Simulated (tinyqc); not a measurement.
Grain-boundary trapping model (Seto) of a polycrystalline semiconductor film: one step, computed by the program tinyqc.

Grains of equal size L are joined by thin boundaries with one trap level. Trapped carriers deplete a width W on each side and raise a barrier, crossed by thermionic emission. Dopants are fully ionised, statistics are non-degenerate and mu_g does not depend on T.

Question. Resistivity and effective mobility. Boundary: sigma_b = L e^2 n_0 exp(-e V_B/k_B T)/sqrt(2 pi m k_B T); rho = 1/sigma_b. Mean carrier density n_av = n_0 [(1 - 2W/L) + (2W/L) (sqrt(pi)/2) erf(y)/y], y = sqrt(e V_B/k_B T); effective mobility 1/(e n_av rho).

Inputs (values chosen for the exercise, modelled on polycrystalline silicon):
```
quantity            value    unit
effective mass m     0.41     m_0
grain size L          260      nm
doping N          4.2e+16  1/cm^3
temperature T         200       K
```

Grain interior: neglected.

depletion width W = 98.61600 nm

barrier V_B = 0.3158565 V

E_F = -0.09662461 eV

centre density n_0 = 4.20e+16 1/cm^3

Constants: k_B = 8.617333262e-05 eV/K; m_0 = 9.1093837015e-31 kg; k_B = 1.380649e-23 J/K; e = 1.602176634e-19 C.

Give: boundary resistivity; resistivity rho; mean carrier density; effective mobility.

Answer.

boundary resistivity = 2.614e+06 ohm cm

resistivity rho = 2.614e+06 ohm cm

mean carrier density = 1.674e+16 1/cm^3

effective mobility = 1.427e-04 cm^2/(V s)
